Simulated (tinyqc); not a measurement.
Inside a calculation. Method: Hubbard chain of 4 sites. Computed by tinyqc, a small Python program that keeps every step. Settings: hopping = 1.68, U = 0.6, mixing = 0.5, iteration cap = 57. Command: `OMP_NUM_THREADS=1 python tinyqc.py 24896 24897 out.jsonl` (the two numbers bound the seeds that draw the settings). One thread of a shared host (Intel(R) Xeon(R) Processor @ 2.60GHz), about 0.3 s of CPU time with the checks. Later iterations appear only in the table of the cycle.

## Mean-field iteration 1

one-body matrix (hopping and site energies) (eV), order 1, 2, 3, 4:
$$\begin{pmatrix}
-0.350000 & -1.680000 & 0.000000 & 0.000000 \\
-1.680000 & -0.720000 & -1.680000 & 0.000000 \\
0.000000 & -1.680000 & 0.160000 & -1.680000 \\
0.000000 & 0.000000 & -1.680000 & 0.500000
\end{pmatrix}$$

U = 0.600000 eV

electrons, up and down: [2, 2]

mixing = 0.500000

n(up) at the start (a guess, not normalised): 1 0.550000, 2 0.450000, 3 0.550000, 4 0.450000

n(down) at the start (a guess): 1 0.450000, 2 0.550000, 3 0.450000, 4 0.550000

H(up) = T + U n(down), H(down) = T + U n(up); fill the lowest levels; n(new) = n + mixing (n(out) - n); E = tr T (rho up + rho down) + U sum n_up n_down of the output.

levels, up (eV): [-2.689459, -0.714061, 1.250939, 2.942580]

levels, down (eV): [-2.695378, -0.701771, 1.243088, 2.944060]

energy = -7.391511 eV

n(up) after iteration 1: 1 0.541188, 2 0.491334, 3 0.544905, 4 0.422573

n(down) after iteration 1: 1 0.479317, 2 0.548975, 3 0.487617, 4 0.484092

## Mean-field iteration 2

As before.

levels, up (eV): [-2.682806, -0.715475, 1.245521, 2.942760]

levels, down (eV): [-2.685891, -0.708907, 1.241533, 2.943265]

energy = -7.392767 eV

n(up) after iteration 2: 1 0.533347, 2 0.513395, 3 0.538899, 4 0.414359

n(down) after iteration 2: 1 0.495200, 2 0.546786, 3 0.505896, 4 0.452117

## Mean-field iteration 3

As before.

levels, up (eV): [-2.679904, -0.716109, 1.243161, 2.942852]

levels, down (eV): [-2.681516, -0.712456, 1.241068, 2.942904]

energy = -7.393099 eV

n(up) after iteration 3: 1 0.527594, 2 0.525223, 3 0.534187, 4 0.412996

n(down) after iteration 3: 1 0.504151, 2 0.544654, 3 0.515085, 4 0.436111

## Convergence

Each step fills the lowest levels of T + U n(other spin) and sets n(new) = n + mixing (n(out) - n); stop when output and input agree to 1e-8.

Course of the cycle:
```
iteration       E (eV)  largest |n(out) - n(in)|  mean |n_up - n_down|
1          -7.39151141                  1.32e-01              0.019159
2          -7.39276700                  6.39e-02              0.011570
3          -7.39309902                  3.20e-02              0.006971
4          -7.39319742                  1.65e-02              0.004197
5          -7.39322918                  8.80e-03              0.002527
6          -7.39323998                  4.81e-03              0.001521
7          -7.39324377                  2.69e-03              0.000916
8          -7.39324513                  1.53e-03              0.000551
9          -7.39324561                  8.85e-04              0.000332
10         -7.39324579                  5.17e-04              0.000200
11         -7.39324585                  3.05e-04              0.000120
...                ...                       ...                   ...
22         -7.39324589                  1.15e-06              4.57e-07
23         -7.39324589                  6.94e-07              2.75e-07
24         -7.39324589                  4.19e-07              1.66e-07
25         -7.39324589                  2.53e-07              1.00e-07
26         -7.39324589                  1.52e-07              6.03e-08
27         -7.39324589                  9.19e-08              3.63e-08
28         -7.39324589                  5.54e-08              2.19e-08
29         -7.39324589                  3.34e-08              1.32e-08
30         -7.39324589                  2.02e-08              7.95e-09
31         -7.39324589                  1.22e-08              4.79e-09
32         -7.39324589                  7.33e-09              2.89e-09
```

local moments n_up - n_down: 1 0.000000, 2 0.000000, 3 0.000000, 4 0.000000

Converged in 32 iterations. Before convergence this energy mixes input and output and is not variational, so it may rise towards its limit.

## Exact diagonalisation (36 states)

Lowest levels of the sector, and the double occupancy of the lowest state.

lowest levels (eV): [-7.414487, -5.606812, -5.292915, -3.922940, -3.700769, -3.590849]

double occupancy per site = 0.234574

The mean-field solution above lies 0.0212 eV above the exact energy.

## The lowest level by Lanczos steps

From a random start vector (not printed): a_j = <q_j|H|q_j>, b_j = norm of the remainder after orthogonalising; the Ritz value is the lowest eigenvalue of the tridiagonal matrix of a and b so far.

Lanczos:
```
j    a_j (eV)  b_j (eV)  lowest Ritz value (eV)
1   -2.918119  4.235102             -2.91811890
2   -1.206843  4.271790             -6.38315321
3    2.784708  3.582576             -7.21079001
4    0.914496  3.462392             -7.36375298
5    0.426982  2.468207             -7.40415554
6   -1.179440  3.178752             -7.41158544
7    0.811907  3.255491             -7.41383623
8    0.882873  2.457396             -7.41440631
9    0.757959  1.682096             -7.41447791
10  -2.266032  2.961060             -7.41448377
```
